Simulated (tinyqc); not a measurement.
Classical nucleation, growth and JMAK kinetics of crystallisation from a melt or glass: one step, computed by the program tinyqc. Command: `OMP_NUM_THREADS=1 python tinyqc.py 3007487 3007488 out.jsonl nucl walk`. One thread of a shared host (Intel(R) Xeon(R) Processor @ 2.30GHz), about 0.01 s of CPU time with the checks.

A spherical nucleus cap on a flat wall with a sharp interface of isotropic energy gamma; lambda = Omega^(1/3) is the jump distance.

Question. Steady nucleation rate. Driving force per volume: dG = H (T_m - T)/T_m. Shape factor f = (2 + cos theta)(1 - cos theta)^2/4. W(r) = f [4 pi r^2 gamma - (4/3) pi r^3 dG]; r* = 2 gamma/dG; W* = f 16 pi gamma^3/(3 dG^2); n* = f (4/3) pi r*^3/Omega. D = D0 exp(-Q/(k_B T)); attachment rate k+ = (A*/lambda^2) D/lambda^2 with A* = 2 pi r*^2 (1 - cos theta); Zeldovich factor Z = sqrt(W*/(3 pi k_B T))/n*; sites per volume N = S_v/lambda^2; I = N Z k+ exp(-W*/(k_B T)); lag time = 1/(4 pi Z^2 k+).

Inputs (values chosen for the exercise, for a model substance):
```
quantity,value,unit
melting point T_m,1220,K
heat of melting per volume H,1190,J/cm^3
interface energy gamma,0.167,J/m^2
atomic volume Omega,31.4,angstrom^3
temperature T,888,K
diffusion prefactor D0,7.1e-05,m^2/s
activation energy Q,0.568,eV
contact angle theta,90,degrees
wall area per volume S_v,1.1e+06,1/m
```

Nucleation: on a flat wall. Driving force: Turnbull (linear).

Constants: k_B = 8.617333262e-05 eV/K; k_B = 1.380649e-23 J/K.

Give: diffusivity D; attachment rate k+; Zeldovich factor Z; sites N; nucleation rate I; lag time.

Answer.

diffusivity D = 4.242e-08 m^2/s

attachment rate k+ = 2.862e+13 1/s

Zeldovich factor Z = 0.02452

sites N = 1.105e+25 1/m^3

nucleation rate I = 5.129e+23 1/(m^3 s)

lag time = 4.624e-12 s
